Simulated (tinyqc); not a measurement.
# Energy and delay of logic against supply voltage: optimum supplies against the temperature

One expression serves below and above threshold: I(Vg) = Ik [ln(1 + exp((Vg - VT + dd V)/(al nf Vt)))]^al, with I_on = I(V) and I_off = I(0). Gate delay td = kd C V/I_on, clock period LD td. Per gate and cycle the switching energy is act C V^2 and the leakage energy I_off V LD td. No short-circuit current, no variation. Minima are sought above 0.09 V; below a few Vt gates no longer switch and the model has no meaning.

V_min minimises the energy and V_EDP the product of energy and td. VT, Ik and nf are held fixed.

Values chosen for this exercise; values of the order met in logic technologies:
```
symbol,value,unit,meaning
VT,0.26,V,threshold voltage at zero drain bias
nf,1.19,,slope factor
dd,0.06,,barrier lowering per volt of supply
Ik,0.43,uA,specific current of a gate
al,1.4,,exponent of the current law
C,2.3,fF,load capacitance of a gate
kd,1,,delay factor
LD,20,,logic depth
act,0.02,,activity factor
```

Constants: q = 1.602176634e-19 C, kB = 1.380649e-23 J/K, Vt = kB T/q. Results are converted to the units shown.

Result of one run:
```
T (K)	V_min (V)	energy at V_min (aJ)	leakage share (%)	clock at V_min (MHz)	V_EDP (V)	clock at V_EDP (GHz)
280	0.2301	3.605	32.44	15.96	0.4654	0.2358
```

What becomes of these results when the temperature T is changed from 280 to 370 K, all else the same?

Result of the changed run:
```
T (K)	V_min (V)	energy at V_min (aJ)	leakage share (%)	clock at V_min (MHz)	V_EDP (V)	clock at V_EDP (GHz)
370	0.3053	8.573	49.97	52.10	0.5145	0.1915
```

The whole series:
```
T (K)	V_min (V)	energy at V_min (aJ)	leakage share (%)	clock at V_min (MHz)	V_EDP (V)	clock at V_EDP (GHz)
220	0.1806	2.041	26.44	2.300	0.4601	0.3228
250	0.2053	2.720	28.71	7.198	0.4613	0.2714
280	0.2301	3.605	32.44	15.96	0.4654	0.2358
310	0.2551	4.792	37.51	27.63	0.4748	0.2126
340	0.2803	6.400	43.52	40.27	0.4912	0.1989
370	0.3053	8.573	49.97	52.10	0.5145	0.1915
400	0.3297	11.47	56.42	62.02	0.5431	0.1873
```

As T goes from 220 to 400, V_min rises from 0.181 to 0.330 V, the energy there rises from 2.04 to 11.5 aJ, the clock there rises from 2.30 to 62.0 MHz and V_EDP rises from 0.460 to 0.543 V.

tinyqc, about 0.01 s, one thread, Intel Xeon 2.30GHz (shared host): `OMP_NUM_THREADS=1 python tinyqc.py 2082060 2082061 out.jsonl`
